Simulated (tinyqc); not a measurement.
## Bulk resistivity and mean free path from two films

Problem. In the thick-film limit single-crystal films obey rho = rho0 (1 + 3 (1 - ps) lam/(8 d)). Find rho0, lam and the product rho0 lam.

Parameters, values chosen for the exercise: specular share of surface scattering ps = 0.

rho at d = 75 and 250 nm (uohm cm): [2.0364500, 1.7939350]

Solution. rho is a straight line in 1/d: the intercept is rho0 and the slope (3/8)(1 - ps) rho0 lam. Without ps only the product (1 - ps) lam could be found.

rho0 = 1.690 uohm cm
lam = 41.00 nm
rho0 lam = 69.29 uohm cm nm

Computed by the program tinyqc: `OMP_NUM_THREADS=1 python tinyqc.py 2100075 2100076 out.jsonl`, one thread of a shared Intel Xeon 2.30GHz, about 0.01 s for the whole run.
